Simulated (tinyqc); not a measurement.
Comparisons within one model: Shockley-Read-Hall recombination through one deep level. A value that a table varies takes the place of the one given here.

One level at Et with degeneracy 1: tn = 1/(sn vth Nt), tp = 1/(sp_ vth Nt), n1 = Nc exp((Et - Eg)/kT), p1 = Nv exp(-Et/kT), ni^2 = n1 p1. Equilibrium n0 = Nm, p0 = ni^2/Nm; n = n0 + dn, p = p0 + dn. U = (n p - ni^2)/(tp (n + n1) + tn (p + p1)), lifetime dn/U; emission rates en = sn vth n1, ep = sp_ vth p1.

Constants: kB = 8.617333262e-05 eV/K.

Values chosen for the exercise (gap and densities of states near those of Si at this temperature; shifted at random, so the results belong to these values and not to a real crystal): E1 = 0.613 eV (level (+1/0) above Ev); E2 = 0.535 eV (level (0/-1) above Ev); gm = 2 (degeneracy of the middle state, the others 1); T = 300 K; Eg = 1.126 eV (gap); Nc = 2.74e+19 1/cm^3 (conduction-band density of states); Nv = 1.13e+19 1/cm^3 (valence-band density of states); Nd = 1.6e+16 1/cm^3 (ionised shallow donors minus acceptors); Et = 0.613 eV (recombination level above Ev); Nt = 1.3e+15 1/cm^3 (defects); sn = 3.2e-15 cm^2 (electron capture cross-section); sp_ = 2.6e-16 cm^2 (hole capture cross-section); vth = 14000000 cm/s (thermal velocity, both carriers); Nm = 1.3e+16 1/cm^3 (equilibrium electrons for the lifetime steps); dn = 2.5e+15 1/cm^3 (excess pairs).

## Charge state against the Fermi level (deep level with several charge states)

Energies from Ev. The defect has charge states +1, 0, -1 with weights 1, gm exp((EF - E1)/kT), exp((2 EF - E1 - E2)/kT); the shares are the weights over their sum. Boltzmann carriers: n = Nc exp((EF - Eg)/kT), p = Nv exp(-EF/kT). Neutrality: p - n + Nd + Nt <q> = 0.

Shares:

| EF (eV) | +1 | 0 | -1 | <q> |
|---|---|---|---|---|
| 0.068 | 1.000 | 0.000 | 0.000 | 1.000 |
| 0.158 | 1.000 | 0.000 | 0.000 | 1.000 |
| 0.248 | 1.000 | 0.000 | 0.000 | 1.000 |
| 0.338 | 1.000 | 0.000 | 0.000 | 1.000 |
| 0.428 | 0.998 | 0.002 | 0.000 | 0.998 |
| 0.518 | 0.940 | 0.048 | 0.012 | 0.928 |
| 0.608 | 0.061 | 0.100 | 0.840 | -0.779 |
| 0.698 | 0.000 | 0.004 | 0.996 | -0.996 |
| 0.788 | 0.000 | 0.000 | 1.000 | -1.000 |
| 0.878 | 0.000 | 0.000 | 1.000 | -1.000 |
| 0.968 | 0.000 | 0.000 | 1.000 | -1.000 |
| 1.058 | 0.000 | 0.000 | 1.000 | -1.000 |

E2 lies below E1 (negative U = -0.078 eV), so the charge goes from +1 to -1 near (E1 + E2)/2 = 0.574 eV, two electrons at once; the middle state never exceeds a share of 0.181.

## Defects against doping (deep level with several charge states)

Nt takes the listed multiples of |Nd|; the resistivity uses mobilities of 1000 (electrons) and 300 (holes) cm^2/(V s), chosen for the exercise, and e = 1.602176634e-19 C.

Neutral state:

| Nt/\|Nd\| | EF (eV) | n (1/cm^3) | p (1/cm^3) | rho (ohm cm) |
|---|---|---|---|---|
| 0.01 | 0.9333 | 1.58e+16 | 2.37e+03 | 0.394 |
| 0.10 | 0.9308 | 1.44e+16 | 2.61e+03 | 0.433 |
| 0.30 | 0.9243 | 1.12e+16 | 3.35e+03 | 0.557 |
| 0.60 | 0.9098 | 6.40e+15 | 5.87e+03 | 0.975 |
| 0.90 | 0.8740 | 1.60e+15 | 2.35e+04 | 3.90 |
| 1.10 | 0.6254 | 1.07e+11 | 3.52e+08 | 5.85e+04 |
| 1.50 | 0.5999 | 3.98e+10 | 9.45e+08 | 1.56e+05 |
| 3.00 | 0.5850 | 2.23e+10 | 1.68e+09 | 2.73e+05 |
| 10.00 | 0.5772 | 1.65e+10 | 2.28e+09 | 3.63e+05 |

EF goes from 0.933 to 0.577 eV and the resistivity from 0.394 to 3.63e+05 ohm cm, with a largest value of 3.63e+05. The largest move of EF, -0.249 eV, comes between Nt/|Nd| = 0.9 and 1.1; the levels lie at 0.613 and 0.535 eV. A defect can take up to one carrier of either sign, so the doping can be cancelled no earlier than Nt = |Nd|, there only if EF lies well beyond the level that takes the carriers and otherwise at larger Nt (mean charge -0.10 in the last row).

## Lifetime against injection

Recombination:

| dn (1/cm^3) | lifetime (microsecond) | U (1/(cm^3 s)) |
|---|---|---|
| 1.0e+11 | 0.2113 | 4.73e+17 |
| 1.0e+12 | 0.2113 | 4.73e+18 |
| 1.0e+13 | 0.2113 | 4.73e+19 |
| 1.0e+14 | 0.2115 | 4.73e+20 |
| 1.0e+15 | 0.2126 | 4.70e+21 |
| 1.0e+16 | 0.2188 | 4.57e+22 |
| 1.0e+17 | 0.2265 | 4.41e+23 |
| 1.0e+18 | 0.2283 | 4.38e+24 |

The lifetime rises from 0.2113 to 0.2283 microsecond; tn + tp = 0.2285. At low injection it is tp (1 + n1/n0) + tn p1/n0 with n1/Nm = 5.1e-06 and p1/Nm = 4.4e-08: re-emission is negligible, so minority capture alone counts. Auger and radiative paths are left out; they cut in at the highest injections, and in a doped direct-gap crystal the radiative one counts at all injections. dn = dp neglects trapped charge, which matters where the traps hold a charge comparable with dn, at low injection and with very unequal cross sections.

## Where a level does most harm

Et takes the values listed; G = Nt en ep/(en + ep) in a depleted region; the lifetime is for dn = 1e11 1/cm^3.

Results:

| Et (eV) | lifetime (microsecond) | G (1/(cm^3 s)) |
|---|---|---|
| 0.068 | 1.29 | 2.69e+09 |
| 0.158 | 0.244 | 8.74e+10 |
| 0.248 | 0.212 | 2.84e+12 |
| 0.338 | 0.211 | 9.23e+13 |
| 0.428 | 0.211 | 3.00e+15 |
| 0.518 | 0.211 | 5.08e+16 |
| 0.608 | 0.211 | 3.26e+15 |
| 0.698 | 0.211 | 1.01e+14 |
| 0.788 | 0.212 | 3.09e+12 |
| 0.878 | 0.242 | 9.51e+10 |
| 0.968 | 1.20 | 2.93e+09 |
| 1.058 | 32.3 | 9.01e+07 |

Generation peaks where en = ep, at Eg/2 + (kT/2) ln(sp_ Nv/(sn Nc)) = 0.519 eV; the largest value listed is at 0.518 eV, and G falls by a decade for each 0.060 eV away from the peak. The lifetime is within a factor 2 of its minimum, 0.211 microsecond, from 0.158 to 0.878 eV: recombination tolerates a wide range of Et, generation a narrow one.

## What moves lifetime and leakage

G = Nt en ep/(en + ep). Each row changes one parameter from the base and keeps the others.

Results:

| case | lifetime (microsecond) | G (1/(cm^3 s)) |
|---|---|---|
| base | 0.2141 | 2.69e+15 |
| Et = 0.653 eV | 0.2141 | 5.73e+14 |
| sn = 6.4e-15 cm^2 | 0.2127 | 2.69e+15 |
| sp_ = 5.2e-16 cm^2 | 0.1084 | 5.38e+15 |
| Nt = 6.5e+14 1/cm^3 | 0.4282 | 1.35e+15 |
| Nm = 3.9e+16 1/cm^3 | 0.2124 | 2.69e+15 |
| dn = 7.5e+15 1/cm^3 | 0.2176 | 2.69e+15 |

The largest shifts from the base row, up to three for each result and ties (the steps differ in size, so this ranks the rows, not the parameters). lifetime (microsecond): Nt +0.214, sp_ -0.106, dn +0.00351; unchanged at the printed digits by Et. G (1/(cm^3 s)): sp_ +2.69e+15, Et -2.12e+15, Nt -1.35e+15; unchanged at the printed digits by sn, Nm and dn.

Program tinyqc; command `OMP_NUM_THREADS=1 python tinyqc.py 1650203 1650204 out.jsonl`; about 0.01 s on one thread of a shared Intel(R) Xeon(R) Processor @ 2.30GHz.
